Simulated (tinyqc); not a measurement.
Monte Carlo simulation of one carrier in a uniform electric field: one step, computed by the program tinyqc.

The force e F acts along +z. Flights end at the constant total rate Gamma; the part of Gamma that the real rates do not fill is self-scattering, which leaves k unchanged. One valley, no impurities and no intervalley scattering.

Question. Scattering event 1. Parabolic band: E = hbar^2 k^2/(2 m), speed v = hbar k/m, states per spin, volume and energy g(E) = m k/(2 pi^2 hbar^2). Masses are multiplied by m_0 and all formulas are in SI units. Phonon occupation N_q = 1/(exp(hbar w/(k_B T)) - 1). Acoustic deformation potential (elastic, equipartition, absorption and emission together): 1/tau = 2 pi k_B T D_A^2 g(E)/(hbar rho v_l^2). Polar optical, unscreened: W = e^2 w (1/eps_inf - 1/eps_s) m (1 + 2 alpha E') ln|(k + k')/(k - k')| / (4 pi eps_0 hbar^2 k), times N_q for absorption (E' = E + hbar w) and N_q + 1 for emission (E' = E - hbar w > 0), with alpha = 0 for a parabolic band; mean cosine of the angle <cos> = (k^2 + k'^2)/(2 k k') - 1/ln|(k + k')/(k - k')|. Choice: with cumulative rates in the order acoustic, absorption, emission, the process is the first whose sum exceeds r2 Gamma; if none, self-scattering. Final state: E' = E, E + hbar w or E - hbar w gives k'. Isotropic processes: cos(theta) = 1 - 2 r3 from the z axis, phi = 2 pi r4, k' (sin theta cos phi, sin theta sin phi, cos theta). Polar processes: cos(b) = [1 + xi - (1 + 2 xi)^r3]/xi, xi = 2 k k'/(k - k')^2, b from the old direction n; new direction cos b n + sin b (cos phi e1 + sin phi e2), e1 = (z x n)/|z x n|, e2 = n x e1. Use row 1 of the random numbers.

Inputs (values chosen for the exercise, for a model polar semiconductor):
```
quantity                             value    unit
effective mass m                      0.14     m_0
static permittivity eps_s             13.6       -
high-frequency permittivity eps_inf   8.75       -
density rho                           3090  kg/m^3
sound velocity v_l                    3600     m/s
acoustic deformation potential D_A      12      eV
optical phonon energy hbar w          25.4     meV
lattice temperature T                  350       K
```

Crystal: polar. Band: parabolic.

k at the end of the flight (1/nm): -0.2200000  0.0900000  0.2926081

Random numbers (0.02 to 0.98, from up to 60 sets tried for early real events), one row a flight:
```
       r1      r2      r3      r4
1  0.2472  0.2484  0.5744  0.6480
2  0.3668  0.4822  0.5204  0.0513
3  0.0801  0.0631  0.2100  0.1627
4  0.0422  0.3629  0.2472  0.0673
5  0.4568  0.5391  0.8923  0.9105
6  0.1020  0.2239  0.3476  0.9148
7  0.4822  0.4002  0.4735  0.8168
```

Gamma = 58.61563 1e12/s

Constants: hbar = 1.054571817e-34 J s; m_0 = 9.1093837015e-31 kg; e = 1.602176634e-19 C; k_B = 1.380649e-23 J/K; hbar = 6.582119569e-16 eV s; eps_0 = 8.8541878128e-12 F/m; k_B = 8.617333262e-05 eV/K.

Give: cumulative rates; r2 Gamma; process chosen; k after event 1, the start of the next flight.

Answer.

cumulative rates (1e12/s): acoustic 5.820, absorption 23.153, emission 49.190

r2 Gamma = 14.560 1e12/s

Process chosen: absorption

k after event 1, the start of the next flight (1/nm): -0.31746  0.35835  0.07910
